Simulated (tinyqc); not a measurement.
CCD on RHF in the sto-6g basis, frozen core, for BeH+, spin multiplicity 1, step by step. One step of it, computed by the program tinyqc.

Task: CCD: starting amplitudes. t_ij^ab = <ij||ab> / (e_i + e_j - e_a - e_b), whose energy is MP2.

orbital energies (hartree): MO1 -5.086774, MO2 -0.725536, MO3 -0.263323, MO4 -0.143962, MO5 -0.143962, MO6 0.301424

Two-electron integrals over orbitals (pq|rs), unique and non-zero (hartree); the lowest 1 orbital is frozen and left out:
```
p,q,r,s,(pq|rs)
2,2,2,2,0.524186
3,2,2,2,-0.066489
3,2,3,2,0.035575
3,3,2,2,0.319136
3,3,3,2,0.029650
3,3,3,3,0.467125
4,2,4,2,0.042578
4,3,4,2,0.031016
4,3,4,3,0.052062
4,4,2,2,0.365853
4,4,3,2,0.020537
4,4,3,3,0.398916
4,4,4,4,0.450117
5,2,5,2,0.042578
5,3,5,2,0.031016
5,3,5,3,0.052062
5,4,5,4,0.024258
5,5,2,2,0.365853
5,5,3,2,0.020537
5,5,3,3,0.398916
5,5,4,4,0.401601
5,5,5,5,0.450117
6,2,2,2,0.056510
6,2,3,2,-0.046719
6,2,3,3,-0.027993
6,2,4,4,-0.057342
6,2,5,5,-0.057342
6,2,6,2,0.123459
6,3,2,2,-0.055791
6,3,3,2,0.029879
6,3,3,3,0.056669
6,3,4,4,0.017978
6,3,5,5,0.017978
6,3,6,2,-0.047220
6,3,6,3,0.047595
6,4,4,2,-0.029660
6,4,4,3,-0.014367
6,4,6,4,0.026363
6,5,5,2,-0.029660
6,5,5,3,-0.014367
6,5,6,5,0.026363
6,6,2,2,0.521406
6,6,3,2,-0.065009
6,6,3,3,0.348757
6,6,4,4,0.371073
6,6,5,5,0.371073
6,6,6,2,0.085028
6,6,6,3,-0.055403
6,6,6,6,0.558339
```

Give: Starting amplitudes; correlation energy.

Result:

Starting amplitudes (spin orbitals 1a, 1b, ...; amplitudes related by a flip of all spins are not repeated):
```
from,to,t
2a 2b,6a 6b,-0.0601
2a 2b,3a 3b,-0.0385
2a 2b,4a 4b,-0.0366
2a 2b,5a 5b,-0.0366
2a 2b,3a 6b,0.0314
```

correlation energy = -0.014839 hartree
